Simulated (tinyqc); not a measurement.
Surface Green function of a dimerised chain, Sancho-Rubio decimation: course of the decimation.

A semi-infinite lead of cells 0, 1, 2, ... with H0 inside a cell and H1 = <cell i|H|cell i + 1>. Cell A, B with A at the surface; -t1 joins A and B, -t2 joins B to the next A. z = E + i eta.

Start with e_s = e = H0, a = H1, b = H1^dagger. Each round: g = (z - e)^(-1); e_s <- e_s + a g b; e <- e + a g b + b g a; a <- a g a; b <- b g b (all with the old a, b). Round k joins cells 2^k apart.

Stop when the largest entry of a and b is below 1e-12 eV, or after 60 rounds. The last column is -Im Tr (z - e_s)^(-1)/pi. At the end g_s = (z - e_s)^(-1), and the bulk Green function is (z - e)^(-1).

Values chosen for this exercise: energy E = -0.21 eV; broadening eta = 0.0001 eV.

H0 (eV):
```
       A      B
A      0  -0.58
B  -0.58      0
```

H1 (eV):
```
    A  B
A   0  0
B  -1  0
```

Course of the iteration:
```
round  largest |a|, |b| (eV)  surface density of states (1/eV)
1                       1.98                        0.00520936
2                       4.34                        8.25658e-4
3                      0.304                        5.42661e-4
4                    6.82e-3                        5.40842e-4
5                    3.52e-6                        5.40844e-4
6                   9.33e-13                        5.40844e-4
```

Did this iteration meet its convergence test, and what does its course show?

Yes. Converged in 6 rounds, which stand for 2^6 cells. E lies outside the bands, where the waves decay by themselves, so few rounds suffice whatever eta is.

Program tinyqc, `OMP_NUM_THREADS=1 python tinyqc.py 2680111 2680112 out.jsonl`; Intel Xeon 2.30GHz, shared host, one thread, about 0.01 s.
